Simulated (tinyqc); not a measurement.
Size effects in the resistivity of thin metal films and interconnect lines: one step, computed by the program tinyqc.

Electrons lose their drift at surfaces (a share 1 - p of the hits) and at grain boundaries (reflection R), besides bulk scattering. The line sits in a trench with a non-conducting liner on both walls and the bottom; the spacing equals the drawn width.

Task: Grain boundaries. Mayadas-Shatzkes: alpha = (lambda/D) R/(1 - R); rho_b/rho = 1 - 3 alpha/2 + 3 alpha^2 - 3 alpha^3 ln(1 + 1/alpha).

Inputs (values chosen for the exercise, modelled on nickel): bulk mean free path lambda = 5.91 nm; grain-boundary reflection R = 0.51.

Geometry: line.

grain size D = 21.93 nm

Give: alpha; rho/rho_b from grains.

Result:

alpha = 0.2805

rho/rho_b from grains = 1.399

The linear estimate 1 + 3 alpha/2 gives 1.421, within 2 %.
